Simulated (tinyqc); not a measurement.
Frequency dispersion of an accumulation capacitance by border traps, distributed model: one step of the calculation.

Traps spread evenly through the insulator exchange electrons with the semiconductor by tunnelling, with tau(x) = t0 exp(2 ka x) at depth x from the interface. The admittance per area Y seen at depth x obeys dY/dx = -Y^2/(i w eps0 eox) + q Nb ln(1 + i w tau)/tau, with Y(0) = i w Cs and w = 2 pi f; the gate sees Y(tox) = G + i w C. Working variable y = Y/(i w), in uF/cm^2. Cox = eps0 eox/tox.

Task. Capacitance and conductance at the gate. Beyond xe the traps are ignored, so 1/y(tox) = 1/y(xe) + (tox - xe)/(eps0 eox); C = Re y, G/w = -Im y, loss tangent G/(w C).

Values chosen for this exercise; permittivity close to that of silicon dioxide:
```
symbol  value  unit                                  meaning
eox      4.03         relative permittivity of the insulator
tox       7.3    nm                      insulator thickness
xe        1.8    nm  depth down to which the steps are taken
```

Constants: eps0 = 8.8541878128e-14 F/cm where lengths are in cm. Results are converted to the units shown.

y at xe = 1.5137785-0.0546194i uF/cm^2

Give: y at the gate; C; G/w; loss tangent.

Result.

y at the gate = 0.4543-0.0049i uF/cm^2
C = 0.4543 uF/cm^2
G/w = 0.004913 uF/cm^2
loss tangent = 0.01081

Program tinyqc, `OMP_NUM_THREADS=1 python tinyqc.py 2202166 2202167 out.jsonl`; Intel Xeon 2.30GHz, shared host, one thread, about 0.6 s.
